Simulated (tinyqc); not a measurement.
Wafer bonding and layer transfer: bond energy, gap closing, particles, bonding of dissimilar wafers and hydrogen blisters: one step, computed by the program tinyqc.

gamma is the energy per area of each of the two surfaces; plates are isotropic, and both wafers have E1 and t1.

Problem. Blistering after hydrogen implantation. A flat crack of radius r under a layer of thickness d, as a clamped plate: centre height w = 3 p r^4/(16 E' d^3), volume pi r^2 w/3, energy release G = 3 p^2 r^4/(32 E' d^3), E' = E1/(1 - nu^2). It grows when G = 2 gamma_s. The gas comes from the area pi r^2: p V = (dose x share/2) pi r^2 k_B T, and G = p w/2 = (3/2) N k_B T with N the H2 molecules per area. Share needed: G = 2 gamma_s. The pressure and height at growth are given for r = 10 d.

Inputs (values chosen for the exercise, with wafer 1 close to silicon):

| quantity | value | unit |
|---|---|---|
| Young's modulus E1 | 158 | GPa |
| Poisson ratio nu | 0.25 | - |
| implant depth d | 0.74 | micrometre |
| hydrogen dose | 6.8 | 1e16/cm^2 |
| share of the dose released as H2 | 0.14 | - |
| surface energy of the weakened plane gamma_s | 0.73 | J/m^2 |
| anneal temperature T | 725 | K |

Constants: k_B = 1.380649e-23 J/K.

Give: energy release G; share of the dose needed; pressure at growth; height at growth.

Solution.

energy release G = 0.7147 J/m^2

share of the dose needed = 0.2860

pressure at growth = 18.83 MPa

height at growth = 155.0 nm

The released gas does not suffice by this estimate. In this plate limit G depends on neither r nor d.
